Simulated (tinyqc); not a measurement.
RHF in the sto-6g basis, for H2, spin multiplicity 1, step by step. This run ends on a higher stationary point, not on the lowest solution. One step of it, computed by the program tinyqc.

Task: Iteration 2: building the Fock matrix. J_ij = sum D_kl (ij|kl), K_ij = sum D_kl (ik|jl); F = H + J - 0.5 K; E = tr D H + tr D J / 2 - 0.25 tr D K + E_nn.

D after iteration 1:
```
           1H 1s      2H 1s
1H 1s   1.725750  -1.725750
2H 1s  -1.725750   1.725750
```

core Hamiltonian H = T + V (hartree):
```
           1H 1s      2H 1s
1H 1s  -0.928550  -0.564208
2H 1s  -0.564208  -0.928550
```

Two-electron integrals (ij|kl) in chemists' order, unique and non-zero (hartree):
```
(11|11) 0.774999   (21|11) 0.251316   (21|21) 0.109430   (22|11) 0.436042
(22|21) 0.251316   (22|22) 0.774999
```

nuclear repulsion = 0.46582501 hartree

Give: Coulomb J; exchange K; Fock matrix F; total energy of this density.

Result:

Coulomb J (hartree):
```
        1H 1s   2H 1s
1H 1s  1.2225  0.4897
2H 1s  0.4897  1.2225
```

exchange K (hartree):
```
         1H 1s    2H 1s
1H 1s   0.6589  -0.0739
2H 1s  -0.0739   0.6589
```

Fock matrix F (hartree):
```
         1H 1s    2H 1s
1H 1s  -0.0355  -0.0375
2H 1s  -0.0375  -0.0355
```

total energy of this density = -0.159377 hartree
